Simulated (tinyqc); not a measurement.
Hall effect and magnetoresistance of several carrier groups with constant relaxation times: one step, computed by the program tinyqc.

Group 1 has charge -e and group 2 charge -e; s_i is that sign. B lies along z; mu B is formed with mu in m^2/(V s).

Task: Limits of weak and strong field. Weak field: R_H(0) = sum s_i n_i mu_i^2/(e (sum n_i mu_i)^2); MR = c B^2 with c = n1 n2 mu1 mu2 (s1 mu1 - s2 mu2)^2/(n1 mu1 + n2 mu2)^2. Strong field: R_H = 1/(e sum s_i n_i); rho_xx saturates at (n1/mu1 + n2/mu2)/(e (sum s_i n_i)^2).

Inputs (values chosen for the exercise, for a model conductor):

| quantity | value | unit |
|---|---|---|
| density n1 | 9.3e+15 | 1/cm^3 |
| mobility mu1 | 61000 | cm^2/(V s) |
| density n2 | 5.5e+15 | 1/cm^3 |
| mobility mu2 | 2600 | cm^2/(V s) |
| magnetic field B | 7 | T |

Carriers: two electron groups. Densities: per volume.

Constants: e = 1.602176634e-19 C.

Give: R_H at weak field; coefficient c; R_H at strong field; saturation MR.

Result:

R_H at weak field = -639.2 cm^3/C

coefficient c = 0.8179 1/T^2

R_H at strong field = -421.7 cm^3/C

saturation MR = 502.2 %

R_H keeps its sign, and its size changes by a factor 0.660 from weak to strong field. Caution: mu B is well above 1, where Landau quantisation, left out here, shows at low temperature.
